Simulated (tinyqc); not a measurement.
Width of the well: strained quantum well: band edges, subbands and transparency.

Growth on (001), barriers unstrained: tr(e) = e (2 - nu2), Z = b e (1 + nu2); Ec = Ev + Eg + ac tr(e), E_HH = Ev + av tr(e) + Z, E_LH = Ev + av tr(e) - Z (coupling to the split-off band left out).

Masses along z: me, 1/(g1 - 2 g2) for HH, 1/(g1 + 2 g2) for LH, likewise in the barrier; in the plane me, 1/(g1 + g2) for HH and 1/(g1 - g2) for LH (no mixing, which understates the hole masses away from k = 0). Level n solves k L + 2 atan[(k/m)/(kappa/mb)] = n pi, k = sqrt(m E/c), kappa = sqrt(mb (V - E)/c), c = hbar^2/2m0.

Transparency (Bernard-Duraffourg): Fc - Fv equals the lowest transition energy with n = p, n = sum m/(2 pi c) kB T ln(1 + exp((Fc - E)/kB T)) and p likewise over the listed subbands; c = hbar^2/2m0, 1/angstrom^2 = 1e16/cm^2.

Constants: hbar^2/2m0 = 3.80998211 eV angstrom^2; kB = 8.617333262e-05 eV/K; hc = 1239.841984 eV nm.

Inputs chosen for the exercise (near those of an InGaAs/InP well; shifted at random, so the results belong to these values and not to a real crystal):
- e = -0.0017 (strain in the plane)
- nu2 = 1.002 (2 C12/C11)
- Eg = 0.692 eV (unstrained gap of the well)
- Ev = -0.589 eV (its valence edge)
- ac = -6 eV
- av = 1.07 eV (Ev moves by av tr(e))
- b = -1.89 eV (shear potential)
- Egb = 1.347 eV (gap of the barrier)
- Evb = -0.94 eV (its valence edge)
- me = 0.0418 m0 (electron mass)
- g1 = 14.27 (gamma1)
- g2 = 5.67 (gamma2)
- meb = 0.08 m0
- g1b = 5.08
- g2b = 1.6
- T = 350 K (temperature)
- Ls = (25, 35, 50, 65, 85, 110, 150) angstrom (widths)

All levels anew.

Results:

| L (angstrom) | wavelength (nm) | top hole | hh1 - lh1 (meV) | n_tr (1e12/cm^2) | share in top | n_tr/L (1e18/cm^3) |
|---|---|---|---|---|---|---|
| 25 | 1315 | hh1 | 110 | 0.415 | 0.92 | 1.66 |
| 35 | 1414 | hh1 | 95 | 0.427 | 0.87 | 1.22 |
| 50 | 1513 | hh1 | 76 | 0.457 | 0.75 | 0.91 |
| 65 | 1577 | hh1 | 63 | 0.496 | 0.63 | 0.76 |
| 85 | 1632 | hh1 | 50 | 0.549 | 0.51 | 0.65 |
| 150 | 1711 | hh1 | 31 | 0.741 | 0.31 | 0.49 |

Give the missing row, L (angstrom) = 110.

Computed row:
```
L (angstrom)  wavelength (nm)  top hole  hh1 - lh1 (meV)  n_tr (1e12/cm^2)  share in top  n_tr/L (1e18/cm^3)
110                      1674       hh1               40             0.617          0.41                0.56
```

The wavelength tunes by 396 nm. The sheet density at transparency changes from 0.42 to 0.74, the top hole subband holding 0.92 and 0.31 of the holes at the ends, while the volume density falls by a factor 3.4. Critical thickness and carrier escape are left out.

(tinyqc, `OMP_NUM_THREADS=1 python tinyqc.py 1252565 1252566 out.jsonl`, Intel(R) Xeon(R) Processor @ 2.30GHz, 1 thread, shared host, about 0.01 s.)
